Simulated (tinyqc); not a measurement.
Capacitance measurement on a leaky thin oxide: effects of series resistance and leakage: two steps of the calculation.

The device is a capacitance C in parallel with a leakage conductance G, in series with Rs and Ls. An impedance meter reports either a parallel pair (Cp, Gp) from Y = 1/Z = Gp + i w Cp or a series pair (Cs, Rm) from Z = Rm + 1/(i w Cs); w = 2 pi f, dissipation D = Gp/(w |Cp|).

Parameters, values chosen for the exercise; values of the order met in thin-oxide MOS capacitors: relative permittivity of the gate insulator (close to silicon dioxide) eox = 3.9; insulator thickness tox = 2.8 nm; gate area A = 10000 um^2; oxide-equivalent thickness added by the accumulation layer zc = 0.38 nm; oxide-equivalent thickness added by gate depletion zp = 0.28 nm; gate leakage current density, not matched to the thickness Jg = 0.02 A/cm^2; voltage for an e-fold rise of the leakage Vs = 0.39 V; series resistance Rs = 55 ohm; series inductance Ls = 11 nH; measuring frequency f = 1e5 Hz.

Constants: eps0 = 8.8541878128e-14 F/cm where lengths are in cm. Results are converted to the units shown.

Problem 1. True capacitance and conductance. EOT = 3.9 tox/eox; CET = EOT + zc + zp; C = 3.9 eps0 A/CET; G = Jg A/Vs.

Find: EOT; CET; C; G.

Solution 1.

EOT = 2.800 nm
CET = 3.460 nm
C = 99.80 pF
G = 5.128 uS

Problem 2. What the meter reports. Z = Rs + i w Ls + 1/(G + i w C).

C = 99.801539 pF
G = 5.1282051 uS

Find: Z; Cp; Gp; Cs; D.

Solution 2.

Z = (0.135-1.584i) x 1e4 ohm
Cp = 99.74 pF
Gp = 5.343 uS
Cs = 100.5 pF
D = 0.08525

Cp is 0.058 % below C and Cs is 0.67 % above it; G Rs = 2.82e-4, w C Rs = 0.00345 and G/(w C) = 0.0818.

Program tinyqc, `OMP_NUM_THREADS=1 python tinyqc.py 2022186 2022187 out.jsonl`; Intel Xeon 2.30GHz, shared host, one thread, about 0.01 s.
